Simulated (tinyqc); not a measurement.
Comparisons within one model: optical gain and spontaneous emission in a bulk direct-gap semiconductor. A value that a table varies takes the place of the one given here.

Parabolic bands, vertical transitions, no excitons. For each hole band j: mr = me mj/(me + mj); joint density of states J_j(E) = (mr/c)^(3/2) sqrt(E - Eg)/(2 pi^2), both spins, c = hbar^2/2m0; averaged matrix element |e.p|^2 = m0 Ep/6; alpha_j(E) = 4 pi^2 alpha_f c Ep J_j/(3 nr E) in 1/angstrom (alpha_f the fine-structure constant, listed as alpha among the constants), times 1e8 for 1/cm.

F_j(eta) = (1/Gamma(j + 1)) integral_0^infinity x^j dx/(1 + exp(x - eta)), which tends to exp(eta) for eta << 0.

Quasi-Fermi levels: n = Nc F_1/2(Fc/kT) and p = Nv F_1/2(Fv/kT), Fc counted up from the conduction edge and Fv down from the valence edge; Nc, Nv from N = 2 (m kB T/(4 pi c))^(3/2) with c = hbar^2/2m0, in 1/angstrom^3; times 1e24 for 1/cm^3, with me and (mhh^(3/2) + mlh^(3/2))^(2/3).

For band j the electron sits at Ee = (E - Eg) mr/me above its edge and the hole at Eh = (E - Eg) mr/mj; fe = 1/(1 + exp((Ee - Fc)/kT)), fh = 1/(1 + exp((Eh - Fv)/kT)); gain g = sum_j alpha_j (fe + fh - 1).

Spontaneous rate: R = integral of (nr E/(hbar c))^2/(pi^2 hbar) sum_j alpha_j fe fh dE, with alpha in 1/cm and (nr E/(hbar c))^2 in 1/cm^2 (1e16 per 1/angstrom^2); B = R/(n p); lifetime n/R.

Constants: hbar^2/2m0 = 3.80998211 eV angstrom^2; fine-structure constant alpha = 0.007297352564; kB = 8.617333262e-05 eV/K; hbar = 6.58211957e-16 eV s; hbar c = 1973.269805 eV angstrom.

Parameters, chosen for this exercise (near those of InP; the results hold for these values, not for the real material):
- Eg = 1.368 eV (direct gap)
- me = 0.0805 m0 (electron mass)
- mhh = 0.58 m0 (heavy-hole mass)
- mlh = 0.0857 m0 (light-hole mass)
- Ep = 21.5 eV (Kane energy)
- nr = 3.46 (refractive index)
- T = 350 K
- n = 6.7e+18 1/cm^3 (injected density, n = p)

## Peak gain against injection

The peak is the largest g over E; a dash marks no gain.

Gain:
```
n (1/cm^3)  Fc (eV)  Fv (eV)  peak gain (1/cm)  peak E - Eg (eV)  B (cm^3/s)
1.0e+18      0.0243  -0.0805                 -                 -    1.09e-10
1.6e+18      0.0469  -0.0659                 -                 -    1.02e-10
2.3e+18      0.0675  -0.0544                63            0.0045    9.58e-11
2.8e+18      0.0802  -0.0481               232            0.0115    9.18e-11
3.6e+18      0.0984  -0.0400               543            0.0221    8.60e-11
4.6e+18      0.1187  -0.0319               930            0.0342    8.01e-11
6.0e+18      0.1442  -0.0228              1431            0.0493    7.32e-11
8.0e+18      0.1768  -0.0127              2058            0.0677    6.57e-11
```

transparency density (Fc + Fv = 0) = 1.99e+18 1/cm^3

Gain starts at 1.99e+18 1/cm^3, where Fc = -Fv = 0.0590 eV: with Nv/Nc = 20 the electrons must be degenerate before the holes are. The slope of peak gain against n is 3.39e-16 cm^2 between the first two rows with gain and 3.14e-16 between the last two; the peak moves from 0.0045 to 0.0677 eV above the gap as the bands fill, and B falls by a factor 1.66. Line broadening and gap shrinkage are left out.

## Gain spectrum

At the density n.

Spectrum:
```
E - Eg (eV)  alpha, empty (1/cm)  fe, heavy  fh, heavy  g (1/cm)
0.005                       2174      0.993      0.343       722
0.010                       3063      0.992      0.338       989
0.020                       4300      0.990      0.329      1308
0.030                       5229      0.987      0.320      1494
0.045                       6336      0.979      0.307      1633
0.060                       7240      0.969      0.295      1658
0.080                       8244      0.945      0.278      1542
0.100                       9092      0.906      0.262      1239
0.130                      10158      0.800      0.239       317
0.170                      11314      0.556      0.211     -2030
0.220                      12466      0.226      0.180     -5811
```

Fc + Fv = 0.1370 eV

g is positive below E - Eg = 0.1370 eV; the largest value listed is 1658 1/cm at 0.060 eV. At 0.220 eV above the gap g is -0.47 times the absorption of the empty crystal, whose limit is -1.

## Transparency density and B against temperature

Eg is held fixed; B is taken at n = 1e15 1/cm^3.

Results:
```
T (K)  transparency density (1/cm^3)  Fc/kT there  B (cm^3/s)
100                         3.04e+17        1.955    7.86e-10
150                         5.59e+17        1.955    4.30e-10
200                         8.61e+17        1.955    2.81e-10
250                         1.20e+18        1.955    2.02e-10
300                         1.58e+18        1.955    1.54e-10
350                         1.99e+18        1.955    1.23e-10
400                         2.43e+18        1.955    1.01e-10
500                         3.40e+18        1.955    7.30e-11
```

Fc/kT at transparency stays at 1.955, since it depends on Nv/Nc alone, so the density goes as T^1.50. B goes as T^-1.48, against T^-1.5 for non-degenerate carriers: hot carriers spread over k and fewer pairs share a wave vector.

## What moves transparency and gain

Transparency is Fc + Fv = 0; the peak is the largest g over E at the density n (0 if none). Each row changes one parameter from the base and keeps the others.

Results:
```
case                 transparency density (1/cm^3)  Fc + Fv (eV)  peak gain (1/cm)
base                                      1.99e+18        0.1370              1661
me = 0.0926 m0                            2.28e+18        0.1151              1752
mhh = 0.348 m0                            1.53e+18        0.1632              2646
Ep = 23.7 eV                              1.99e+18        0.1370              1831
T = 390 K                                 2.34e+18        0.1273              1395
n = 8.71e+18 1/cm^3                       1.99e+18        0.1780              2259
nr = 3.63                                 1.99e+18        0.1370              1584
```

The largest shifts from the base row, up to three for each result and ties (the steps differ in size, so this ranks the rows, not the parameters). transparency density (1/cm^3): mhh -4.58e+17, T +3.51e+17, me +2.87e+17; unchanged at the printed digits by Ep, n and nr. Fc + Fv (eV): n +0.0410, mhh +0.0262, me -0.0219; unchanged at the printed digits by Ep and nr. peak gain (1/cm): mhh +985, n +598, T -266.

tinyqc: `OMP_NUM_THREADS=1 python tinyqc.py 1650825 1650826 out.jsonl`; about 0.08 s, one thread, shared Intel(R) Xeon(R) Processor @ 2.30GHz.
